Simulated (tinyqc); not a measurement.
Three regimes over temperature: precursor delivery and alloy composition in metal-organic vapour-phase epitaxy. Computed by tinyqc, a small Python program. Command: `OMP_NUM_THREADS=1 python tinyqc.py 3021430 3021431 out.jsonl movpe walk`. One thread of a shared host (Intel(R) Xeon(R) Processor @ 2.30GHz), about 0.01 s of CPU time with the checks.

Carrier gas leaves each bubbler saturated. Group-III species cross a boundary layer and react at the surface; element 2 can also desorb. The film is (1)_(1-x) (2)_x V with a zinc-blende cell.

Inputs (values chosen for the exercise, close to those used for InGaP from TEGa and TMIn):
```
quantity,value,unit
source 1: a in log10(p/torr) = a - b/T,8.08,-
source 1: b,2162,K
source 1: bath temperature,20,C
source 1: carrier flow,16,sccm
source 2: a,10.52,-
source 2: b,3014,K
source 2: bath temperature,19,C
source 2: carrier flow,400,sccm
bubbler pressure p_b,600,torr
group-V hydride flow,21,sccm
total flow,24,slm
reactor pressure p,100,torr
diffusivity D0 at 273.15 K and 760 torr,0.34,cm^2/s
boundary layer delta,1.2,cm
prefactor of the surface rate k_s,2.5e+13,cm/s
energy of k_s,1.82,eV
prefactor of the loss of element 2,1.5e+15,layers/s
energy of the loss,3.07,eV
lattice constant a,5.65,angstrom
```

Constants: k_B = 1.380649e-23 J/K; k_B = 8.617333262e-05 eV/K.

Method:
- Temperatures in kelvin are T(C) + 273.15.
- Vapour pressure p_v = 10^(a - b/T); precursor flow = carrier flow x p_v/(p_b - p_v); 1 sccm = 44.615 micromol/min; V/III = hydride flow over the sum of both; gas share x_g = F2/(F1 + F2).
- Partial pressure p_i = p F_i/(44615 x total flow in slm); density n_i = p_i/(k_B T), 1 torr = 133.322 Pa; D = D0 (T/273.15)^1.75 (760/p), h = D/delta, the same for both; k_s = prefactor x exp(-energy/(k_B T)); arrival J_i = n_i/(1/h + 1/k_s); in layers per second g_i = J_i a^2/2 (two group-III sites per a^2 on (001)).
- Loss of element 2 is r x with r = prefactor x exp(-energy/(k_B T)). Then x = (g2 - r x)/(g1 + g2 - r x), or r x^2 - (g1 + g2 + r) x + g2 = 0, smaller root; growth rate G = g1/(1 - x) layers/s; one layer is a/2 thick, 1 angstrom/s = 0.36 um/h.

molar flows (micromol/min): F1 6.08234, F2 47.6353

gas share x_g = 0.886772

Growth:
```
T (C),k_s/h,r (layers/s),x,G (um/h)
450,4.3746e-01,6.0345e-07,0.88677,0.3916
500,2.5728e+00,1.4598e-05,0.88677,0.9742
550,1.2117e+01,2.3981e-04,0.88675,1.3096
600,4.7498e+01,2.8589e-03,0.88657,1.4489
650,1.5971e+02,2.6059e-02,0.88502,1.5122
700,4.7179e+02,1.8927e-01,0.87351,1.4360
750,1.2482e+03,1.1325e+00,0.76126,0.7910
800,3.0040e+03,5.7360e+00,0.25160,0.2616
850,6.6618e+03,2.5145e+01,0.06155,0.2159
```

What does the comparison show, and why?

G peaks at 650 C among these rows. Between the first rows the apparent energy is 0.88 eV, against 1.82 eV for k_s, as control is already mixed; k_s passes h between 450 and 500 C, well above which G depends weakly on T until desorption sets in. Among these rows x stays within 2 % of x_g up to 700 C and then falls, to 0.062 in the last row, as element 2 desorbs. Caution: in these rows, too, a is fixed and both precursors share one D and k_s.

Extremes, crossings and ranges named in words are read from the listed rows.
